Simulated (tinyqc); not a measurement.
Sub-threshold conduction and electro-thermal threshold of an amorphous chalcogenide: one step of the calculation.

Trap-limited conduction: I = I0 exp(-Ea/kB T) sinh(q V dz/(2 ua kB T)), I0 = 2 q A Nt dz/ta. One lumped temperature T = T0 + Rt I V. The threshold is the largest V for which a steady state exists on the low-current branch.

Problem. Self-heating. I at the present T, then T(new) = T0 + Rt I V.

Parameters, values chosen for the exercise; values of the order of Ge-Sb-Te and related chalcogenides: ambient temperature T0 = 358 K; cross-section A = 420 nm^2; amorphous thickness ua = 23 nm; distance between traps dz = 8 nm; activation energy Ea = 0.3 eV; trap density Nt = 1.6e19 cm^-3; attempt time ta = 1e-15 s; thermal resistance Rt = 6.8 K/uW; voltage across the amorphous layer V = 0.481 V.

Constants: q = 1.602176634e-19 C, kB = 1.380649e-23 J/K. Results are converted to the units shown.

T after iteration 1 = 383.24912 K

Give: I; T after iteration 2.

Solution.

I = 12.23 uA
T after iteration 2 = 398.0 K

Range of the model: Purely electronic switching mechanisms, filaments and series resistance are left out.

Computed by the program tinyqc: `OMP_NUM_THREADS=1 python tinyqc.py 2490010 2490011 out.jsonl`, one thread of a shared Intel Xeon 2.30GHz, about 0.01 s for the whole run.
